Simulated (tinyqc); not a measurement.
Worked calculation: Keating valence-force model of a tetrahedral crystal. Computed by tinyqc, a small Python program that keeps every step. Command: `OMP_NUM_THREADS=1 python tinyqc.py 3013861 3013862 out.jsonl keating walk`. One thread of a shared host (Intel(R) Xeon(R) Processor @ 2.30GHz), about 0.02 s of CPU time with the checks. Intermediate numbers are printed to about 7 digits and carried at full precision; extremes and crossings named in words are read from the listed rows.

Atom A sits at 0 and atom B at a/4 (1,1,1) of an fcc lattice; the four bonds from A are t = a/4 (1,1,1), a/4 (1,-1,-1), a/4 (-1,1,-1), a/4 (-1,-1,1), of length d = sqrt(3) a/4. Energy: E = (3 alpha/(8 d^2)) sum over bonds (r.r - d^2)^2 + (3 beta/(8 d^2)) sum over pairs of bonds at one atom (r_i.r_j + d^2/3)^2, with beta_A for the six pairs at A and beta_B for the six at B. The cell holds two atoms, Omega = a^3/4. 1 N/m = 1 J/m^2. With constants fitted to the elastic moduli this model puts optical and zone-boundary frequencies of real crystals too high, by up to about 20 % in elemental crystals and up to about 50 % in compounds, and mostly by more for TA modes; in compounds the lattice part of the static dielectric constant then comes out too low.

Inputs (values chosen for the exercise, modelled on cadmium telluride): lattice constant a = 6.48 angstrom; mass M_A = 112.41 u; mass M_B = 127.6 u; bond stretching alpha = 29.4 N/m; bond bending beta_A = 2.26 N/m; bond bending beta_B = 2.4 N/m; Born charge Z* = 2.21 e; eps_inf = 7; mesh divisions n = 6; temperature T = 400 K.

Structure: zinc blende.

wave vector q (2 pi/a): [0.16, 0.17, 0]

Constants: 1 eV/angstrom^2 = 16.02176634 J/m^2; nu for 1 eV/(angstrom^2 u) = 15.6333042 THz; 1 THz = 33.35640952 1/cm; e^2/(4 pi eps_0) = 14.39964548 eV angstrom; u = 1.6605390666e-27 kg; h x 1 THz = 4.135667696 meV; k_B = 8.617333262e-05 eV/K.

## Dynamical matrix at q

With displacements u exp(i q.r), each bracket changes by g.u, where g = (g_A, g_B): bond t, g = (-2 t, 2 t exp(i q.t)); pair (i, j) at A, g = (-(t_i + t_j), t_i exp(i q.t_j) + t_j exp(i q.t_i)); pair at B, g = (-t_i exp(-i q.t_j) - t_j exp(-i q.t_i), t_i + t_j). Then D_mn = sum over the 4 bonds and 12 pairs of (4 k/a^2) conj(g_m) g_n / sqrt(M_m M_n), with k = alpha or beta converted to eV/angstrom^2. Only the short-range forces enter; the Coulomb field of the charges is left out.

D(q) (eV/(angstrom^2 u)), rows A x, A y, A z, B x, B y, B z:
```
[[0.07077841, 0.00032679, 0.00000000+0.00008391i, -0.06179550, 0.00370308, 0.00000000-0.01442255i],
 [0.00032679, 0.07081989, 0.00000000+0.00008940i, 0.00370308, -0.06179550, 0.00000000-0.01353618i],
 [0.00000000-0.00008391i, 0.00000000-0.00008940i, 0.07049465, 0.00000000-0.01442255i, 0.00000000-0.01353618i, -0.06179550],
 [-0.06179550, 0.00370308, 0.00000000+0.01442255i, 0.06233691, 0.00027110, 0.00000000-0.00006961i],
 [0.00370308, -0.06179550, 0.00000000+0.01353618i, 0.00027110, 0.06237132, 0.00000000-0.00007416i],
 [0.00000000+0.01442255i, 0.00000000+0.01353618i, -0.06179550, 0.00000000+0.00006961i, 0.00000000+0.00007416i, 0.06210151]]
```

## Frequencies at q

Diagonalise the Hermitian matrix D. An eigenvalue lambda of D in eV/(angstrom^2 u) gives nu = 15.6333042 THz x sqrt(lambda). The weight on A is the sum of |e|^2 over the three components of atom A.

frequencies (THz): [0.395226, 0.549900, 1.150218, 5.598371, 5.668196, 5.678036]

weights on atom A: [0.4680473, 0.4677421, 0.4654291, 0.5345365, 0.5322922, 0.5319527]

The top mode has 53 % of its weight on A, the lighter atom.

## Elastic constants and internal strain

beta = (beta_A + beta_B)/2; C11 = (alpha + 3 beta)/a, C12 = (alpha - beta)/a, C44 = 4 alpha beta/(a (alpha + beta)); with the two sublattices clamped C44(0) = (alpha + beta)/a; internal-strain parameter zeta = (alpha - beta)/(alpha + beta); B = (C11 + 2 C12)/3.

C11 = 56.15741 GPa

C12 = 41.77469 GPa

C44 = 13.32656 GPa

clamped C44(0) = 48.96605 GPa

internal-strain parameter zeta = 0.8531358

bulk modulus B = 46.56893 GPa

Letting the sublattices shift lowers C44 by 73 %, which is zeta^2. With zeta near 1 a shear keeps the bond lengths and bends the angles. The model fixes 2 C44 (C11 + C12)/((C11 - C12)(C11 + 3 C12)) = 1.000 whatever alpha and beta are.

## Optical mode at the zone centre

beta = (beta_A + beta_B)/2; mu = M_A M_B/(M_A + M_B); lambda = 4 (alpha + beta)/mu with the springs in eV/angstrom^2; nu = 15.6333042 THz x sqrt(lambda).

reduced mass mu = 59.76216 u

nu_TO at G = 5.691772 THz

the same as a wavenumber = 189.8571 1/cm

## LO-TO splitting

The long-range field adds 4 pi Z*^2 (e^2/(4 pi eps_0))/(eps_inf Omega mu) to lambda for the longitudinal mode at q -> 0; lambda = (nu/15.6333042 THz)^2; eps_0 = eps_inf (nu_LO/nu_TO)^2 (Lyddane-Sachs-Teller; here eps_0 is the static dielectric constant).

nu_LO at G = 6.323492 THz

static dielectric constant = 8.640067

The splitting is 11.1 % of nu_TO, and the lattice adds 1.64 to the dielectric constant.

## Frequencies at the zone boundary

The formulas are those given above.

Frequencies (THz) at points given in 2 pi/a:
```
point                  nu 1      nu 2      nu 3      nu 4      nu 5      nu 6
X (1, 0, 0)        1.539019  1.539019  4.031585  4.304188  5.479752  5.479752
L (0.5, 0.5, 0.5)  1.088352  1.088352  3.358071  4.786148  5.586748  5.586748
W (1, 0.5, 0)      1.714195  1.719439  3.895249  4.150096  5.526166  5.544595
K (0.75, 0.75, 0)  1.421909  1.848371  3.783430  4.312946  5.511301  5.549102
```

At X the two longitudinal modes are split (4.03 and 4.30 THz) because each moves one sublattice alone.

## Lowest frequency at X

Take the lowest frequency at X = (1, 0, 0) 2 pi/a, the transverse acoustic (TA) mode.

TA frequency at X = 1.539019 THz

## Transverse acoustic branch against its sound line

The sound line is nu = v q/(2 pi) with v = sqrt(C44/rho), rho = (M_A + M_B)/Omega; the clamped line uses C44(0).

Frequencies (THz) along G-X; columns: (1) q (2 pi/a); (2) lowest branch; (3) sound line, relaxed C44; (4) sound line, clamped C44(0); (5) third-lowest frequency; (6) highest frequency:
```
(1)        (2)       (3)       (4)       (5)       (6)
0.05  0.116276  0.116372  0.223067  0.238801  5.690584
0.15  0.346537  0.349115  0.669202  0.714344  5.681213
0.30  0.677490  0.698230  1.338404  1.414910  5.651307
0.45  0.976772  1.047345  2.007605  2.088460  5.607333
0.60  1.227606  1.396460  2.676807  2.722679  5.557810
0.75  1.413152  1.745575  3.346009  3.305821  5.513553
0.90  1.518485  2.094691  4.015211  3.819611  5.485478
1.00  1.539019  2.327434  4.461345  4.031585  5.479752
```

At small q the branch follows the relaxed line (0.999 of it, against 0.521 of the clamped one): in a long shear wave the sublattices shift against each other. At X it reaches 66 % of the relaxed line. Real tetrahedral semiconductors have flatter TA branches than a Keating model fitted to their elastic constants, which needs longer-ranged terms to mend.

## Thermal sums on a mesh

Mesh: q = sum_i (m_i + 1/2)/n b_i, m_i = 0..n-1, with b = [[-1, 1, 1], [1, -1, 1], [1, 1, -1]] in 2 pi/a; sums over the six modes are averaged over the n^3 points and halved, per atom. With x = h nu/(k_B T) and n = 1/(exp(x) - 1) for each mode: F = k_B T [x/2 + ln(1 - exp(-x))], U = k_B T x (n + 1/2), S/k_B = x n - ln(1 - exp(-x)), C/k_B = x^2 n (n + 1). The acoustic share counts the three lowest modes at each q; zero-point energy = sum h nu/2.

free energy F = -105.0138 meV/atom

entropy S = 6.105584 k_B/atom

heat capacity C = 2.941739 k_B/atom

acoustic share of C = 0.5071608

zero-point energy = 22.40329 meV/atom

C is 98 % of the classical value; acoustic and optical modes carry nearly equal shares.

Checks made by the program: slopes of the acoustic branches along [110] against C11, C12 and the relaxed C44 (relative difference 8e-07); zone-centre optical mode against D(q = 0) (relative difference below 1e-10); longitudinal modes at X against the diagonal of D (relative difference below 1e-10).
